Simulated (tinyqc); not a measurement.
Koster-Slater impurity in a tight-binding band, by Green functions and by supercells: one step, computed by the program tinyqc. Command: `OMP_NUM_THREADS=1 python tinyqc.py 3029717 3029718 out.jsonl kosterslater walk`. One thread of a shared host (Intel(R) Xeon(R) Processor @ 2.30GHz), about 0.06 s of CPU time with the checks.

One orbital per site, e(k) = -2 t sum cos(k_i) over 3 direction(s), band from -6 t to 6 t, lattice constant 1. One site has the extra energy U. Spin is left out.

Problem. The level in the supercell. In a periodic cell of N sites along each direction with Bloch vector K, the level solves 1/U = N^-d sum_k 1/(E - e(k)), k_i = (2 pi m_i + K_i)/N, m_i = 0..N-1; the outermost root on the side of U is taken (bisection). d is the number of directions. Gamma means K_i = 0, the zone corner K_i = pi, the quarter point K_i = pi/2. The error is measured against the isolated level E_b.

Inputs (values chosen for the exercise, for a model band): hopping t = 0.87 eV; impurity potential U = 4.23 eV; supercell edge N = 2 sites.

Lattice: simple cubic.

level E_b = 5.497903 eV

Give: level at Gamma; level at the corner; level at the quarter point; error at Gamma; width between Gamma and the corner.

Solution.

level at Gamma = 6.463 eV

level at the corner = 4.23 eV

level at the quarter point = 5.360 eV

error at Gamma = 0.9648 eV

width between Gamma and the corner = 2.233 eV

Images turn the level into a band 2.23 eV wide; the quarter point misses the isolated level by -0.14 eV, far less than Gamma, because the leading hopping between images averages out there.
